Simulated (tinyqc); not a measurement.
## Double-gate transistor below threshold, two-dimensional Poisson equation on a small mesh: effect of the channel length

Half of a symmetric double-gate structure: row 0 is the mid-plane of the body, where the normal field vanishes. Mobile charge is neglected (subthreshold), the body is fully depleted, and potentials are counted from the intrinsic level; rows run upward to the gate, columns from source to drain.

Mesh: rows i = 0..12 in the semiconductor (step hs = tb/12, row 12 on the interface), then 8 step(s) ho = tox/8 up to the gate row 20; columns j = 0..80 (step hy = L/80). Box integration, divided by eps0: up_i = eps hy/h of the interval above row i, dn_i = that of the interval below (0 for row 0), lat_i = (sum of eps h/2 over the intervals above and below)/hy, s_i = -q Na w_i hy/eps0 with w_i the semiconductor height of the box (hs/2 for row 0 and the interface row, hs between, 0 in the insulator). Each free node obeys (up + dn + 2 lat) psi = up psi(above) + dn psi(below) + lat [psi(left) + psi(right)] + s. Fixed values: gate row Vg - Vfb; column 0 at Vbi and the last column at Vbi + Vd in the semiconductor, each running linearly to Vg - Vfb across the insulator. The system is solved directly. On row 0 the minimum of psi and its place come from a parabola through the three lowest nodes; barrier = Vbi - minimum, swing = Vt ln 10/(d psi/dVg), DIBL = (d psi/dVd)/(d psi/dVg) there. Lambda = pi/k with k the smallest positive root of tan(k tox) tan(k tb) = eox/eps_r.

Values chosen for this exercise; semiconductor permittivity made up:
```
symbol,value,unit,meaning
T,300,K,temperature
eps_r,11.8,,relative permittivity of the semiconductor
eox,3.9,,relative permittivity of the insulator
tb,8,nm,half the body thickness
tox,1,nm,insulator thickness
Na,0,cm^-3,acceptor density of the depleted body
Vbi,0.52,V,potential of the source
Vfb,0.04,V,gate offset
Vg,0,V,gate voltage
Vd,0.7,V,drain voltage
```

Constants: q = 1.602176634e-19 C, kB = 1.380649e-23 J/K, Vt = kB T/q, eps0 = 8.8541878128e-14 F/cm where lengths are in cm. Results are converted to the units shown.

Effect of the channel length:

| L (nm) | L/Lambda | barrier (V) | place y/L | swing (mV/decade) | DIBL (mV/V) |
|---|---|---|---|---|---|
| 20 | 0.9200 | 0.1254 | 0.3245 | 147.0 | 357.6 |
| 24 | 1.104 | 0.2201 | 0.3687 | 108.5 | 226.7 |
| 29 | 1.334 | 0.3168 | 0.3979 | 87.26 | 136.6 |
| 35 | 1.610 | 0.4001 | 0.4181 | 75.10 | 78.96 |
| 43 | 1.978 | 0.4696 | 0.4343 | 67.39 | 40.43 |
| 52 | 2.392 | 0.5127 | 0.4459 | 63.40 | 19.96 |
| 63 | 2.898 | 0.5386 | 0.4554 | 61.22 | 8.732 |
| 76 | 3.496 | 0.5516 | 0.4630 | 60.18 | 3.363 |

Read the table: what changes, and by how much?

As L goes from 20 to 76 nm, the barrier rises from 0.125 to 0.552 V, the swing falls from 147 to 60.2 mV a decade and DIBL falls from 358 to 3.36 mV/V; the ideal swing is 59.5. L/Lambda goes from 0.92 to 3.5. Between the last two rows DIBL decays with a length of 13.6 nm; 2 Lambda/pi is 13.8 nm. At L = 20 nm the barrier is under 6 Vt, so mobile charge, neglected here, begins to count.

tinyqc, about 0.1 s, one thread, Intel Xeon 2.30GHz (shared host): `OMP_NUM_THREADS=1 python tinyqc.py 2480058 2480059 out.jsonl`
